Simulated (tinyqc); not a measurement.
Inside a calculation. Method: RHF in the 6-31g basis, for H2, spin multiplicity 1. One step of it, computed by the program tinyqc.

Task: Iteration 1: diagonalisation and new density. Diagonalise F' = X^T F X, C = X C', fill 1 alpha and 1 beta electrons from the bottom; D = 2 C_occ C_occ^T. Each column has its largest component positive (the first on a tie).

Fock matrix F (hartree), order 1H 1s, 1H 2s, 2H 1s, 2H 2s:
$$\begin{pmatrix}
0.041874 & -0.422009 & -0.412925 & -0.334329 \\
-0.422009 & -0.284006 & -0.387212 & -0.245955 \\
-0.412925 & -0.387212 & 0.062573 & -0.322899 \\
-0.334329 & -0.245955 & -0.322899 & -0.154540
\end{pmatrix}$$

X, order 1H 1s, 1H 2s, 2H 1s, 2H 2s:
$$\begin{pmatrix}
-0.698462 & 0.851395 & 0.745487 & 0.271757 \\
1.798254 & -0.686123 & 0.289556 & 0.337217 \\
0.698462 & 0.851395 & -0.745487 & 0.271757 \\
-1.798254 & -0.686123 & -0.289556 & 0.337217
\end{pmatrix}$$

Give: F' = X^T F X; orbital energies; coefficients C; D after iteration 1.

Result:

F' = X^T F X (hartree):
$$\begin{pmatrix}
0.685 & -0.083 & -0.483 & -0.138 \\
-0.083 & 0.752 & -0.001 & -0.099 \\
-0.483 & -0.001 & 0.511 & -0.040 \\
-0.138 & -0.099 & -0.040 & -0.428
\end{pmatrix}$$

orbital energies (hartree): MO1 -0.467, MO2 0.131, MO3 0.754, MO4 1.103

coefficients C, order 1H 1s, 1H 2s, 2H 1s, 2H 2s:
$$\begin{pmatrix}
0.313 & -0.119 & 0.638 & -1.150 \\
0.619 & -1.218 & -0.598 & 1.295 \\
0.370 & 0.152 & 0.985 & 0.844 \\
-0.089 & 1.430 & -0.806 & -1.095
\end{pmatrix}$$

D after iteration 1, order 1H 1s, 1H 2s, 2H 1s, 2H 2s:
$$\begin{pmatrix}
0.197 & 0.388 & 0.232 & -0.056 \\
0.388 & 0.766 & 0.458 & -0.110 \\
0.232 & 0.458 & 0.274 & -0.066 \\
-0.056 & -0.110 & -0.066 & 0.016
\end{pmatrix}$$
